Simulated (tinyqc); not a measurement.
Leakage against temperature: trap-assisted generation and recombination current of an abrupt junction. Computed by tinyqc, a small Python program. Command: `OMP_NUM_THREADS=1 python tinyqc.py 3025947 3025948 out.jsonl junctionleak walk`. One thread of a shared host (Intel(R) Xeon(R) Processor @ 2.30GHz), about 0.02 s of CPU time with the checks.

Depletion approximation, flat quasi-Fermi levels across the depleted layer, long neutral regions with minority lifetimes tau_n and tau_p, full ionisation and Boltzmann statistics. Voltages in exponents stand for e V.

Inputs (values chosen for the exercise, with bands and screening modelled on InP):
```
quantity                              value    unit
gap E_g                                1.33      eV
electron mass m_e                    0.0781     m_0
valleys M_c                               1       -
hole mass m_h                         0.617     m_0
dielectric constant eps                12.8       -
acceptor density N_A                9.6e+15   cm^-3
donor density N_D                   4.2e+17   cm^-3
capture time tau_n                    1e-07       s
capture time tau_p                    1e-05       s
trap level E_t - E_i                      0      eV
electron diffusion coefficient D_n      5.6  cm^2/s
hole diffusion coefficient D_p          9.4  cm^2/s
reverse bias V_r                       0.75       V
temperature T                           450       K
tunnelling mass m_t                    0.17     m_0
```

Field enhancement: Hurkx tunnelling factor.

Constants: k_B = 8.617333262e-05 eV/K; m_0 = 9.1093837015e-31 kg; k_B = 1.380649e-23 J/K; h = 6.62607015e-34 J s; e = 1.602176634e-19 C; eps_0 = 8.8541878128e-12 F/m; hbar = 1.054571817e-34 J s.

Method:
- N_c = 2 M_c (2 pi m_e k_B T/h^2)^(3/2) and N_v = 2 (2 pi m_h k_B T/h^2)^(3/2), masses in units of m_0.
- n_i = sqrt(N_c N_v) exp(-E_g/2 k_B T); V_bi = (k_B T/e) ln(N_A N_D/n_i^2); diffusion saturation current J_d0 = e n_i^2 [sqrt(D_n/tau_n)/N_A + sqrt(D_p/tau_p)/N_D].
- W = sqrt(2 eps eps_0 (V_bi - V)(1/N_A + 1/N_D)/e), x_p = W N_D/(N_A + N_D), x_n = W - x_p, peak field F_m = 2 (V_bi - V)/W; reverse bias means V = -V_r.
- Both capture times are divided by 1 + Gamma, Gamma = 2 sqrt(3 pi) (F/F_G) exp((F/F_G)^2), F_G = sqrt(24 m_t (k_B T)^3)/(e hbar) (the low-field Hurkx form), F being the local field, linear in x from 0 at the edges to F_m.
- Potential from the p edge: phi = (V_bi - V) x^2/(x_p W) on the p side and (V_bi - V)[1 - (W - x)^2/(x_n W)] on the n side; p = N_A exp(-phi/k_B T), n = n_i^2 exp(V/k_B T)/p; U = (n p - n_i^2)/[tau_p (n + n_i exp(dE/k_B T)) + tau_n (p + n_i exp(-dE/k_B T))], dE = E_t - E_i, n1 = n_i exp(dE/k_B T), p1 = n_i exp(-dE/k_B T); J_t = e int U dx by the trapezoid rule on 400 intervals on each side.
- The gap, capture times and diffusion coefficients are held fixed. J_g = -J_t at V = -V_r. The last column is -k_B d ln(J_g + J_d0)/d(1/T) from this row and the one above.

peak field F_m = 68057.8 V/cm

Reverse current:
```
T (K)  generation (A/cm^2)  diffusion (A/cm^2)  activation energy (eV)
360             9.0310e-10          3.4652e-13                       -
400             8.7958e-09          3.4588e-11                  0.7072
450             8.8726e-08          3.5834e-09                  0.7281
500             5.8538e-07          1.5174e-07                  0.8057
560             3.7953e-06          5.8223e-06                  1.0329
630             2.2654e-05          1.7721e-04                  1.3177
720             1.3619e-04          5.6547e-03                  1.4621
```

The activation energy goes from 0.707 to 1.462 eV. Generation alone gives about E_g/2 + dE if tau_p exp(dE/k_B T) exceeds tau_n exp(-dE/k_B T), else E_g/2 - dE, here 0.665 eV, plus 1.5 k_B T, less where tunnelling helps, and diffusion E_g = 1.33 eV plus 3 k_B T; diffusion takes over by 560 K. Caution: one side is doped near or above its effective density of states, so Boltzmann statistics understate V_bi.

Extremes, crossings and ranges named in words are read from the listed rows.
